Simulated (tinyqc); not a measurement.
Strain-driven roughening and islands of a mismatched epitaxial film: one step, computed by the program tinyqc.

Film and substrate share isotropic elastic constants; the film is coherent and biaxially strained.

Question. Which shape at the volume V. Shallow faceted island (Tersoff form): E = 4 Gam V^(2/3) tan^(1/3)(theta) - 6 c V tan(theta), Gam = gamma [x/sin(theta) - 1/tan(theta)], x the facet energy over gamma, c = stress^2 (1 - nu)/(2 pi G). The two energies cross at V_x^(1/3) = 4 [Gam_2 t2^(1/3) - Gam_1 t1^(1/3)]/(6 c (t2 - t1)), t = tan(theta); mu = dE/dV.

Inputs (values chosen for the exercise, modelled on Si(0.5)Ge(0.5) on Si):

| quantity | value | unit |
|---|---|---|
| shear modulus G | 56.3 | GPa |
| Poisson ratio nu | 0.26 | - |
| surface energy gamma | 1.13 | J/m^2 |
| contact angle of the shallow shape theta_1 | 12.9 | degrees |
| contact angle of the steep shape theta_2 | 27.3 | degrees |
| facet energy of shape 1 over gamma | 1.004 | - |
| facet energy of shape 2 over gamma | 1.013 | - |
| island volume V | 620 | nm^3 |

stress = 4.045383 GPa

Gam of shape 2 = 0.3064486 J/m^2

Gam of shape 1 = 0.1479948 J/m^2

c = 0.03423441 GPa

Constants: e = 1.602176634e-19 C.

Give: E of shape 1; E of shape 2; crossing volume V_x; jump of mu at V_x, shape 2 less shape 1.

Answer.

E of shape 1 = -17.68 eV

E of shape 2 = 35.97 eV

crossing volume V_x = 1168 nm^3

jump of mu at V_x, shape 2 less shape 1 = -19.66 MJ/m^3

At V the shallow shape is lower. At V_x the chemical potential drops, so islands that have turned steep grow at the cost of the shallow ones. Caution: the shallow-slope form overstates the relaxation of facets steeper than about 25 degrees.
